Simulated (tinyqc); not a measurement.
Inside a calculation. Model: Born-Mayer model of an ionic crystal AB. Computed by tinyqc, a small Python program that keeps every step. Command: `OMP_NUM_THREADS=1 python tinyqc.py 3000846 3000847 out.jsonl bornmayer walk`. One thread of a shared host (Intel(R) Xeon(R) Processor @ 2.30GHz), about 0.01 s of CPU time with the checks. Intermediate numbers are printed to about 7 digits and carried at full precision; extremes and crossings named in words are read from the listed rows.

Energies are per ion pair and r is the nearest distance of unlike ions.

Inputs (values chosen for the exercise, for a model salt): ionic charge z = 2; unlike repulsion lambda = 924 eV; range rho = 0.333 angstrom; pressure P = 5 GPa.

Structure: rock salt. Short range: nearest neighbours only.

Constants: e^2/(4 pi eps_0) = 14.39964548 eV angstrom; 1 eV/angstrom^3 = 160.2176634 GPa.

## Equilibrium distance at zero pressure

Madelung constant M, unlike neighbours z1, like neighbours z2 at f r, volume per pair: rock salt 1.747565, 6, 12, sqrt2, 2 r^3; caesium chloride 1.762675, 8, 6, 2/sqrt3, 8 r^3/(3 sqrt3); zinc blende 1.638055, 4, 12, sqrt(8/3), 16 r^3/(3 sqrt3). U(r) = -M z^2 e^2/(4 pi eps_0 r) + z1 lambda exp(-r/rho). Newton steps on g(r) = U'(r), from r = 9 rho: r(new) = r - U'(r)/U''(r), with the move limited to 0.3 angstrom. Where U'' is negative, move 0.3 angstrom downhill. Stop when |U'| is below 1e-9.

Newton steps:
```
step  r (angstrom)  U' (eV/angstrom)  U'' (eV/angstrom^2)
1         2.997000      9.151936e+00             -1.30852
2         2.697000      8.780245e+00              4.92740
3         2.397000      5.066929e+00             22.77615
4         2.174534     -3.000377e+00             53.35646
5         2.230766     -2.863137e-01             43.46751
6         2.237353     -3.459764e-03             42.42067
7         2.237435     -5.230055e-07             42.40784
8         2.237435     -2.486900e-14             42.40784
```

equilibrium distance r0 = 2.237435 angstrom

## Terms of the lattice energy

The formulas are those given above.

terms (eV): Coulomb -44.98780, unlike repulsion 6.69559

lattice energy U = -38.29222 eV per pair

The short-range terms together cancel 14.9 % of the Coulomb energy, which is rho/r0 = 0.1488: U = -(M z^2 e^2/(4 pi eps_0 r0))(1 - rho/r0).

## Bulk modulus

B = U''(r0)/(9 c r0), with the volume written as c r^3.

U''(r0) = 42.40784 eV/angstrom^2

bulk modulus B = 168.7072 GPa

## Under pressure

With the volume written as c r^3, under pressure take the root at the minimum of the enthalpy and solve U'(r) + 3 c r^2 P = 0; H = U + P V; B = (U'' - 2 U'/r)/(9 c r).

distance at P = 2.216567 angstrom

volume at P = 21.78073 angstrom^3

enthalpy at P = -37.60302 eV per pair

bulk modulus at P = 187.2520 GPa

The volume shrinks by 2.77 %, against P/B = 2.96 % in linear elasticity: the crystal stiffens.

## Three structures under pressure

The formulas are those given above.

Enthalpy (eV per pair):
```
P (GPa)  rock salt  caesium chloride  zinc blende
0        -38.29222         -36.84304    -38.19964
2        -38.01420         -36.58910    -37.85981
5        -37.60302         -36.21292    -37.35956
10       -36.93201         -35.59765    -36.54857
20       -35.63689         -34.40580    -34.99887
40       -33.19737         -32.14826    -32.12240
70       -29.81828         -29.00023    -28.20368
100      -26.68573         -26.06484    -24.62029
```

volumes at zero pressure (angstrom^3): rock salt 22.40170, caesium chloride 20.44840, zinc blende 27.43805

At zero pressure the order is rock salt < zinc blende < caesium chloride. Rock salt stays lowest up to 100 GPa. The Madelung constants, the number of repulsive contacts and the volumes (22.4, 20.4, 27.4 angstrom^3 at P = 0) all matter. Caution: rigid ions with fixed charges leave out polarisation and covalency, so such models often misplace transition pressures.

Checks made by the program: Madelung constant against an Ewald sum (relative difference 2e-07); Newton against bracketing (relative difference below 1e-10).
